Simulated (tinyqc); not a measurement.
Nucleation and growth of vacancy voids in a cooling silicon-like crystal: one step, computed by the program tinyqc.

Spherical voids; vacancies are lost only to voids.

Task: Vacancy excess. C = C_x (u - 1)/(u + 0.2) with u = (V/G)/xi_c, a form chosen for the exercise.

Inputs (values chosen for the exercise, close to those used for silicon): ratio (V/G)/xi_c = 2.41; limit of the excess at high V/G = 2.3e+14 1/cm^3.

Vacancy supply: from V/G.

Give: initial excess C.

Result:

initial excess C = 1.2425e+14 1/cm^3
